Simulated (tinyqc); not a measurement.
Worked calculation: MP2 on RHF in the sto-6g basis, for H2, spin multiplicity 1. Computed by tinyqc, a small Python program that keeps every step (integrals from PySCF). Settings: charge = 0, multiplicity = 1, basis = sto-6g, method = RHF, energy threshold = 1e-10, iteration cap = 54, orthogonalisation = symmetric, start = Wolfsberg-Helmholz matrix, DIIS depth = 6. Command: `OMP_NUM_THREADS=1 python tinyqc.py 20161 20162 out.jsonl` (the two numbers bound the seeds that draw the settings). One thread of a shared host (Intel(R) Xeon(R) Processor @ 2.60GHz), about 0.06 s of CPU time with the checks. The early iterations of the SCF are left out here.

## One-electron integrals

Geometry (angstrom):

| atom | x | y | z |
|---|---|---|---|
| H | 0.000000 | 0.000000 | 0.000000 |
| H | 0.000000 | 0.000000 | 1.125000 |

Basis sto-6g: exponents (1/bohr^2) and contraction coefficients of normalised primitives:

| element | l (shell) | exponent | coefficient |
|---|---|---|---|
| H | s (1) | 35.523221 | 0.009164 |
| H | s (1) | 6.513144 | 0.049361 |
| H | s (1) | 1.822143 | 0.168538 |
| H | s (1) | 0.625955 | 0.370563 |
| H | s (1) | 0.243077 | 0.416492 |
| H | s (1) | 0.100112 | 0.130334 |

Overlap, kinetic and nuclear-attraction integrals over the contracted functions; the nuclear repulsion is the sum of Za Zb / Rab.

nuclear repulsion = 0.47037974 hartree

overlap S:
```
          1H 1s     2H 1s
1H 1s  1.000000  0.426415
2H 1s  0.426415  1.000000
```

kinetic energy T (hartree):
```
          1H 1s     2H 1s
1H 1s  0.768522  0.072668
2H 1s  0.072668  0.768522
```

nuclear attraction V (hartree):
```
           1H 1s      2H 1s
1H 1s  -1.701164  -0.645941
2H 1s  -0.645941  -1.701164
```

core Hamiltonian H = T + V (hartree):
```
           1H 1s      2H 1s
1H 1s  -0.932642  -0.573273
2H 1s  -0.573273  -0.932642
```

## Two-electron integrals

Functions are numbered as in S; the eight-fold symmetry (ij|kl) = (ji|kl) = (kl|ij) leaves the list below.

Two-electron integrals (ij|kl) in chemists' order, unique and non-zero (hartree):
```
(11|11) 0.774999   (21|11) 0.255685   (21|21) 0.112814   (22|11) 0.439266
(22|21) 0.255685   (22|22) 0.774999
```

## Orthogonalisation

S = U s U^T; symmetric (Loewdin) form X = U s^(-1/2) U^T, so that X^T S X = 1.

eigenvalues of S: 0.573585  1.426415

X:
```
           1H 1s      2H 1s
1H 1s   1.078840  -0.241548
2H 1s  -0.241548   1.078840
```

## Iteration 2 (converged): orbitals

converged F (hartree):
```
           1H 1s      2H 1s
1H 1s  -0.213327  -0.429364
2H 1s  -0.429364  -0.213327
```

Diagonalise F' = X^T F X, C = X C', fill 1 alpha and 1 beta electrons from the bottom; D = 2 C_occ C_occ^T. Each column has its largest component positive (the first on a tie).

F' = X^T F X (hartree):
```
           1          2
1  -0.036960  -0.413604
2  -0.413604  -0.036960
```

orbital energies (hartree): MO1 -0.450564, MO2 0.376645

coefficients C:
```
            MO1        MO2
1H 1s  0.592055   0.933655
2H 1s  0.592055  -0.933655
```

D after iteration 2:
```
          1H 1s     2H 1s
1H 1s  0.701058  0.701058
2H 1s  0.701058  0.701058
```

## Convergence

Stop when the energy changes by less than 1e-10 hartree and every element of the error matrix X^T (F D S - S D F) X is below 3e-06.

Course of the cycle:

| iteration | E (hartree) | change | largest element of the error matrix |
|---|---|---|---|
| 1 | -1.03591753 | - | 0.000000 |
| 2 | -1.03591753 | 0.000000 | 0.000000 |

PySCF RHF in the same basis = -1.03591753 hartree

Converged in 2 iterations.

## Integrals over molecular orbitals

(pq|rs) = sum C_ip C_jq C_kr C_ls (ij|kl), one index at a time.

one-electron integrals over orbitals h = C^T H C (hartree):
```
           1          2
1  -1.055734   0.000000
2   0.000000  -0.626533
```

Two-electron integrals over orbitals (pq|rs), unique and non-zero (hartree):
```
(11|11) 0.605170   (21|21) 0.205173   (22|11) 0.604175   (22|22) 0.633971
```

## Second-order Moller-Plesset energy

Hartree-Fock energy = -1.03591753 hartree

E2 = sum_ijab (ia|jb) [2 (ia|jb) - (ib|ja)] / (e_i + e_j - e_a - e_b) over occupied i, j and virtual a, b; the opposite-spin part is (ia|jb)^2 / denominator, the rest is same-spin, and SCS-MP2 scales them by 6/5 and 1/3.

Terms:

| i | j | a | b | (ia\|jb) | (ib\|ja) | denominator | term |
|---|---|---|---|---|---|---|---|
| 1 | 1 | 2 | 2 | 0.205173 | 0.205173 | -1.654416 | -0.025445 |

Pair energies (hartree; pair i-j sums ij and ji):

| pair | opposite spin | same spin |
|---|---|---|
| 1-1 | -0.025445 | 0.000000 |

MP2 correlation energy = -0.02544462 hartree

SCS-MP2 correlation energy = -0.03053354 hartree

MP2 total energy = -1.06136214 hartree
